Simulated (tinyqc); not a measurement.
Plane-wave Kohn-Sham cycle with exchange-only LDA in a layered model solid, step by step. One step of it, computed by the program tinyqc.

Question. Iteration 2: Hamiltonian at one k. H(m,m') = (k + G_m)^2/2 delta + V(G_m - G_m'), with V(-G) = V(G).

A solid whose potential varies along x alone (atomic units):
```
parameter,value
period a,5.200000
cross-section of the cell,32.000000
electrons per cell,2
grid points,16
"plane waves -n..n, n",2
k points,3
V1 in V1 cos(2 pi x/a),-0.540000
```

V(G_m), m = 0, 1, 2, ... (hartree): -0.202752  -0.260725  0.003544  -0.000160  0.000118

k = 0.000000 2 pi / a

Give: H.

Answer.

H (hartree), lower triangle:
```
,-2,-1,+0,+1,+2
-2,2.717
-1,-0.261,0.527
+0,0.004,-0.261,-0.203
+1,0.000,0.004,-0.261,0.527
+2,0.000,0.000,0.004,-0.261,2.717
```
